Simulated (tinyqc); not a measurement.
Changing the lifetime at T = 0, tau_0: decay of LO phonons and the hot-phonon bottleneck in the cooling of electrons. Computed by tinyqc, a small Python program. Command: `OMP_NUM_THREADS=1 python tinyqc.py 3012509 3012510 out.jsonl hotphonon sweep`. One thread of a shared host (Intel(R) Xeon(R) Processor @ 2.30GHz), about 0.01 s of CPU time with the checks.

n(E, T) = 1/(exp(E/(k_B T)) - 1) is the Bose occupation. Electrons have a temperature T_e; the LO modes within their reach share one occupation N; the decay products stay at the lattice temperature.

Inputs (values chosen for the exercise, modelled on indium phosphide):
```
quantity                                             value    unit
LO energy hbar omega                                  42.1     meV
weight b of the three-phonon channel                 0.029       -
lattice temperature T                                  250       K
electron mass m*                                    0.0808     m_0
eps_inf                                               9.52       -
static dielectric constant eps_s                      12.8       -
electron density n                                   1e+18  1/cm^3
density of LO modes that the electrons reach, N_m  5.6e+19  1/cm^3
power supplied per electron P                          2.6      nW
```

Decay channel: two equal phonons plus a three-phonon channel.

Constants: k_B = 8.617333262e-05 eV/K; c = 299792458 m/s; e^2/(4 pi eps_0) = 14.39964548 eV angstrom; hbar^2/(2 m_0) = 3.80998212 eV angstrom^2; hbar = 6.582119569e-16 eV s; e = 1.602176634e-19 C.

Method:
- Decay rate 1/tau = (1/tau_0) [1 + 2 n_2 + b (1 + 3 n_3 + 3 n_3^2)]/(1 + b), n_2 = n(hbar omega/2), n_3 = n(hbar omega/3).
- Full width Gamma = 1/(2 pi c tau) in 1/cm, c in cm/s.
- Froehlich coupling alpha = (e^2/(4 pi eps_0)) (1/eps_inf - 1/eps_s) k_0/(2 hbar omega), k_0 = sqrt(m* hbar omega/(hbar^2/(2 m_0))); emission time tau_sp = hbar/(2 alpha hbar omega); bottleneck ratio r = (n/N_m) tau/tau_sp.
- Net emission per electron: [(N + 1) x - N]/tau_sp with x = exp(-hbar omega/(k_B T_e)), a simple two-level balance; steady state of the modes: n [(N + 1) x - N]/tau_sp = N_m (N - N_0)/tau; power per electron P = hbar omega [(N + 1) x - N]/tau_sp.
- With p = P tau_sp/(hbar omega): N = N_0 + r p and x = (p + N)/(N + 1); without hot phonons N = N_0. The mode temperature T_LO solves n(hbar omega, T_LO) = N.

One run for each value; columns: (1) lifetime at T = 0, tau_0 (ps); (2) electron temperature T_e (K); (3) mode temperature T_LO (K); (4) Raman width Gamma (1/cm); (5) bottleneck ratio r:
```
(1)       (2)     (3)     (4)     (5)
0.10   267.22  250.19  125.58  0.0133
0.21   267.43  250.41   59.80  0.0279
0.45   267.89  250.87   27.91  0.0598
0.97   268.87  251.87   12.95  0.1288
2.10   271.02  254.05    5.98  0.2789
4.40   275.35  258.43    2.85  0.5844
9.40   284.66  267.83    1.34  1.2486
20.00  303.95  287.22    0.63  2.6565
```

Describe and explain the trends.

Over the rows, electron temperature T_e (K) rises from 267 to 304 (exponent d ln y / d ln x 0.0011 between the first rows and 0.087 between the last); mode temperature T_LO (K) rises from 250 to 287 (exponent d ln y / d ln x 0.0011 between the first rows and 0.093 between the last); Raman width Gamma (1/cm) falls from 126 to 0.628 (exponent d ln y / d ln x about -1.0 throughout). The exponent of Raman width Gamma stays at -1: the width is the inverse lifetime. A short-lived phonon is good for cooling: it leaves before it can be reabsorbed.
